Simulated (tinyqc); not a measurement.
From results back to parameters: Koster-Slater impurity in an sp3s* host.

Problem. In the Koster-Slater model a defect shifts the s level of its site by Vs and the p levels by Vp; an A1 level solves 1/Vs = G_s(E) and a T2 level 1/Vp = G_p(E), E from the top of the valence band. A defect has an A1 level at E = 1.4021 eV, one of the energies of the table, and a T2 level at 0.8413 eV.

G(E) of the host (1/eV):
```
E (eV)         G_s         G_p
0.0000   0.0314200   0.3583992
0.2804   0.0218521   0.2390368
0.5608   0.0110021   0.1814267
0.8413  -0.0020489   0.1401158
1.1217  -0.0187998   0.1062656
1.4021  -0.0422042   0.0755739
1.6825  -0.0794646   0.0444804
1.9629  -0.1564222   0.0073290
2.2434  -0.8792983  -0.0841030
```

Find: Vs, Vp.

Solution. Read G_s and G_p at the two energies and invert them. Vs is attractive and pulls its level down from the conduction bands. Vp is repulsive and pushes its level up from the valence bands.

Vs, Vp (eV): -23.7  7.1

Run: tinyqc, `OMP_NUM_THREADS=1 python tinyqc.py 1481164 1481165 out.jsonl`; Intel(R) Xeon(R) Processor @ 2.30GHz, one thread, shared host; about 0.1 s of CPU time with all checks.
